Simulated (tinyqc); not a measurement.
# Worked calculation: MOS inversion layer, Poisson-Schroedinger loop

Program tinyqc, `OMP_NUM_THREADS=1 python tinyqc.py 2160005 2160006 out.jsonl`; Intel Xeon 2.30GHz, shared host, one thread, about 0.3 s. Printed values are rounded.

Electrons confined at an insulator interface at z = 0, treated as a hard wall; parabolic valleys, Hartree approximation, no image or exchange terms. The depletion charge lies far deeper than the electrons and gives a uniform field q Nd/(eps0 eps_r); the gate balances all charge. Energies are counted from the band edge at the interface.

Inputs (values chosen for the exercise); masses and permittivity close to those of In0.53Ga0.47As: temperature T = 400 K; relative permittivity eps_r = 14.2; mass along z of valley set A (1 valley(s)) mz1 = 0.0409 m0; in-plane density-of-states mass of set A md1 = 0.0413 m0; sheet density of electrons Ns = 4.3e11 cm^-2; sheet density of depletion charge Nd = 1.4e12 cm^-2; mesh step hz = 1.8 nm; mixing factor a = 0.5.

Constants: q = 1.602176634e-19 C, kB = 1.380649e-23 J/K, hbar = 1.054571817e-34 J s, m0 = 9.1093837015e-31 kg, Vt = kB T/q, eps0 = 8.8541878128e-14 F/cm where lengths are in cm, hbar^2/(2 m0) = 0.0380998212 eV nm^2. Results are converted to the units shown.

## Fixed part of the potential

z, node 1 to 14 (nm): 1.8  3.6  5.4  7.2  9  10.8  12.6  14.4  16.2  18  19.8  21.6  23.4  25.2

V0 = q Nd z/(eps0 eps_r) in eV.

fixed potential V0, node 1 to 14 (eV): 0.032112  0.064225  0.096337  0.128450  0.160562  0.192675  0.224787  0.256900  0.289012  0.321125  0.353237  0.385350  0.417462  0.449575

## Round 1: levels and probability densities

self-consistent potential U at the start, node 1 to 14 (eV): 0  0  0  0  0  0  0  0  0  0  0  0  0  0

Tridiagonal Hamiltonian with psi = 0 one step beyond both ends: H_ii = C (1/m_(i-1/2) + 1/m_(i+1/2))/hz^2 + V0_i + U_i, H_(i,i+1) = -C/(m_(i+1/2) hz^2), C = hbar^2/(2 m0). The lowest 2 level(s) are kept, normalised to hz sum |psi|^2 = 1. The mass is the same on all intervals.

levels (eV): A1 0.154494, A2 0.268134

```
node  |psi|^2 of A1 (1/nm)  |psi|^2 of A2 (1/nm)
1                 0.056392              0.052096
2                 0.139770              0.072427
3                 0.154345              0.014192
4                 0.110495              0.010413
5                 0.058486              0.074880
6                 0.024452              0.117552
7                 0.008404              0.103741
8                 0.002439              0.063888
9                 0.000609              0.030122
10                0.000133              0.011439
11                0.000026              0.003608
12                0.000004              0.000958
13                0.000001              0.000209
14                0.000000              0.000030
```

## Round 1: Fermi level and occupations

Level k holds N_k = D_k Vt ln(1 + exp((EF - E_k)/Vt)) with D = md1 m0 q/(pi hbar^2) per eV (spin included); EF is fixed by sum N_k = Ns.

EF = 0.154081 eV
N_k (cm^-2): A1 4.08647e11, A2 2.13532e10

## Round 1: density, output potential and mixing

n_i = sum_k N_k |psi_k|^2 (converted to cm^-3). Hartree part by Gauss: on the interval before node i the electrons still beyond are S_i = Ns - hz sum_(j<i) n_j, and U_i = U_(i-1) + q S_i hz/(eps0 eps_r) in eV, U_0 = 0 at the interface. Mixing: U(new) = U + a (U(out) - U).

```
node  n (1e17 cm^-3)  U(out) (eV)  U after round 1 (eV)
1            2.41568    0.0098631             0.0049316
2            5.86633    0.0187289             0.0093644
3            6.33756    0.0251725             0.0125863
4            4.53759    0.0289996             0.0144998
5            2.54989    0.0309532             0.0154766
6            1.25024    0.0318540             0.0159270
7            0.56493    0.0322387             0.0161193
8            0.23607    0.0323901             0.0161950
9            0.08922    0.0324440             0.0162220
10           0.02986    0.0324611             0.0162305
11           0.00875    0.0324658             0.0162329
12           0.00223    0.0324670             0.0162335
13           0.00047    0.0324672             0.0162336
14           0.00007    0.0324672             0.0162336
```

## Course of the self-consistent loop

Start from U = 0. Stop when the largest |U(out) - U| is below 1e-7 eV, or after 60 rounds. From round 2 on: Anderson mixing of depth m keeps the last m inputs V and residuals F = V(out) - V(in), fits c by least squares to F = dF c over their successive differences dF, dV, and sets V(new) = V + a F - (dV + a dF) c. Here m = 4.

Course of the iteration:
```
round  level A1 (eV)   EF (eV)  largest |U(out) - U| (eV)
1           0.154494  0.154081                     0.0325
2           0.166330  0.166054                     0.0155
3           0.177361  0.177204                    2.74e-4
4           0.177556  0.177392                    7.38e-6
5           0.177558  0.177393                    1.19e-6
6           0.177557  0.177393                    1.97e-9
```

Converged in 6 rounds.

## Converged levels, occupations and centroid

converged U, node 1 to 14 (eV): 0.0098631  0.0185928  0.0247218  0.0282139  0.0299273  0.0306915  0.0310091  0.0311314  0.0311742  0.0311875  0.0311912  0.0311920  0.0311922  0.0311922

Solve for the levels with V0 + U, find EF, n_i = sum_k N_k |psi_k|^2 (in cm^-3); share of each level N_k/Ns; centroid sum n z/sum n.

levels (eV): A1 0.177557, A2 0.295136
EF = 0.177393 eV
shares (%): A1 95.5303, A2 4.4697
n, node 1 to 14 (in units of 1e17 cm^-3): 2.74521  6.29906  6.38666  4.30785  2.29934  1.08140  0.47310  0.19273  0.07129  0.02341  0.00674  0.00169  0.00035  0.00005
centroid = 5.69252 nm

An 800-node mesh to 44 nm with 8 levels a set gives A1 = 0.1793 eV, EF = 0.1792 eV and a centroid of 5.816 nm; the levels kept above hold 99.7 % of the electrons there. The coarse centroid is 2.1 % below the fine one.

## Closed-form estimates

Triangular well: E_k = a_k (C F^2/mz)^(1/3), a_1 = 2.338107, a_2 = 4.087949, C = hbar^2/(2 m0), F in eV/nm. Fang-Howard (all electrons in the lowest level of set A): b^3 = 6 (mz1/C) q (Nd + 11 Ns/32)/(eps0 eps_r), centroid 3/b, level C b^2/(4 mz1) + (3/b) q (Nd + 11 Ns/16)/(eps0 eps_r). Use F = q (Nd + Ns)/(eps0 eps_r), the surface field, and F = q (Nd + Ns/2)/(eps0 eps_r).

A1 with the surface field = 0.186386 eV
A1 with Nd + Ns/2 = 0.171486 eV
A2 with Nd + Ns/2 = 0.299826 eV
b = 0.502706 1/nm
Fang-Howard centroid = 5.96770 nm
Fang-Howard level = 0.187800 eV

Against the self-consistent A1 = 0.1793 eV on a fine mesh, the surface-field estimate is 3.9 % above it, the half-charge one 4.4 % below it and Fang-Howard 4.7 % above it. A1 holds 95.7 % of the electrons, and the Fang-Howard centroid is 2.6 % above the full one.
